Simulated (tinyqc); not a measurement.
Junction field-effect transistor with two gates, gradual channel with velocity saturation: one step of the calculation.

A uniformly doped n-type channel, depleted from both sides by p+ gates; at channel potential V the depleted share of a is u = sqrt((Vbi - Vg + V)/Vp), s at the source. Electrons drift with v = mu E/(1 + mu E/vsat). Abrupt depletion edge, no series resistance, source at 0.

Question. Current below saturation. u = sqrt((Vbi - Vg + Vd)/Vp). I = (G0 Vp/3) F/(1 + Z (u^2 - s^2)), F = 3 (u^2 - s^2) - 2 (u^3 - s^3), with u at V = Vd; Z = 0 gives constant mobility, for which u stops at 1.

Parameters, values chosen for the exercise: gate voltage Vg = -1.5 V; drain voltage Vd = 0.093 V.

Vbi = 1.4782691 V
Vp = 3.8225958 V
G0 = 1027.5293 mS
Z = 50.693923
s = 0.88267897

Wanted: u; F; I for Z = 0; I.

Answer.

u = 0.8964
F = 0.008063
I for Z = 0 = 10.56 mA
I = 4.727 mA

The falling mobility lowers the current by 55.2 %.

Program tinyqc, `OMP_NUM_THREADS=1 python tinyqc.py 2500126 2500127 out.jsonl`; Intel Xeon 2.30GHz, shared host, one thread, about 0.1 s.
